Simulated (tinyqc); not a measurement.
What each input does: carrier statistics of a doped semiconductor with parabolic bands.

Eg(T) = Eg0 - al T^2/(T + be); m_de = Mv^(2/3) (ml mt^2)^(1/3); m_dh = (mhh^(3/2) + mlh^(3/2))^(2/3); Nc and Nv from N = 2 (m kB T/(4 pi c))^(3/2) with c = hbar^2/2m0, in 1/angstrom^3; times 1e24 for 1/cm^3.

Energies are counted from Ev, so Ec = Eg. n = Nc F_1/2((EF - Eg)/kT), p = Nv F_1/2(-EF/kT), ND+ = ND/(1 + 2 exp((EF - Eg + ED)/kT)), NA- = NA/(1 + 4 exp((EA - EF)/kT)); neutrality asks p + ND+ = n + NA-. F_j(eta) = (1/Gamma(j + 1)) integral_0^infinity x^j dx/(1 + exp(x - eta)), which tends to exp(eta) for eta << 0.

Constants: hbar^2/2m0 = 3.80998211 eV angstrom^2; kB = 8.617333262e-05 eV/K.

Inputs chosen for the exercise (near those of GaN; the results hold for these values, not for the real material): Eg0 = 3.507 eV (gap at 0 K); al = 0.000913 eV/K (Varshni alpha); be = 834 K (Varshni beta); ml = 0.202 m0 (longitudinal electron mass); mt = 0.202 m0 (transverse electron mass); Mv = 1 (equivalent valleys); mhh = 1.4 m0 (heavy-hole mass); mlh = 0.302 m0 (light-hole mass); ND = 1.8e+17 1/cm^3 (donors); NA = 3.9e+17 1/cm^3 (acceptors); ED = 0.0221 eV (donor level below Ec); EA = 0.181 eV (acceptor level above Ev); T = 150 K.

Neutrality solved anew for each case.

One parameter was then changed.

Results before and after:

| case | EF (eV) | n (1/cm^3) | p (1/cm^3) |
|---|---|---|---|
| base | 0.1969 | 2.48e-93 | 3.91e+12 |
| changed | 0.2874 | 2.72e-90 | 3.56e+09 |

Which of these changes was made? (a) mt = 0.2424 m0; (b) T = 190 K; (c) EA = 0.2715 eV; (d) mhh = 1.68 m0; (e) Eg0 = 3.557 eV; (f) ND = 9e+16 1/cm^3; (g) NA = 5.07e+17 1/cm^3.

Answer: (c) EA = 0.2715 eV. Of the candidates, run in turn, only this one gives the changed row.

All candidates:

| case | EF (eV) | n (1/cm^3) | p (1/cm^3) |
|---|---|---|---|
| base | 0.1969 | 2.48e-93 | 3.91e+12 |
| T = 190 K | 0.2012 | 1.69e-69 | 1.06e+14 |
| ND = 9e+16 1/cm^3 | 0.1834 | 8.67e-94 | 1.12e+13 |
| NA = 5.07e+17 1/cm^3 | 0.1912 | 1.59e-93 | 6.09e+12 |
| Eg0 = 3.557 eV | 0.1969 | 5.18e-95 | 3.91e+12 |
| mt = 0.2424 m0 | 0.1969 | 2.97e-93 | 3.91e+12 |
| mhh = 1.68 m0 | 0.1969 | 2.48e-93 | 5.03e+12 |
| EA = 0.2715 eV | 0.2874 | 2.72e-90 | 3.56e+09 |

tinyqc: `OMP_NUM_THREADS=1 python tinyqc.py 1650563 1650564 out.jsonl`; about 0.01 s, one thread, shared Intel(R) Xeon(R) Processor @ 2.30GHz.
